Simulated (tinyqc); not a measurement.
How errors in the targets pass to the parameters: fitting sp3s* parameters to three gaps by Newton steps.

J:
```
,Esc,Vsapc,Exc
Gamma,0.63405,0.00000,0.00000
X,0.00000,0.53230,0.00000
L,0.34709,0.29103,0.07791
```

The gaps at Gamma, X and L of an sp3s* model are fitted with Esc, Vsapc and Exc; J holds the derivatives of the gaps by these parameters at the start. The change of each parameter for +10 meV on one target is 10 J^-1, in meV.

Shifts (meV):
```
target raised,Esc,Vsapc,Exc
Gamma,15.8,0.0,-70.3
X,0.0,18.8,-70.2
L,0.0,0.0,128.4
```

root sum of squares (meV): Esc 15.8, Vsapc 18.8, Exc 162.3

What can be read from this table?

Independent errors of 10 meV leave Exc least certain (162 meV) and Esc best fixed (15.8 meV). The largest single entry, 128 meV, comes from the target at L.

(tinyqc, `OMP_NUM_THREADS=1 python tinyqc.py 1480212 1480213 out.jsonl`, Intel(R) Xeon(R) Processor @ 2.30GHz, 1 thread, shared host, about 0.1 s.)
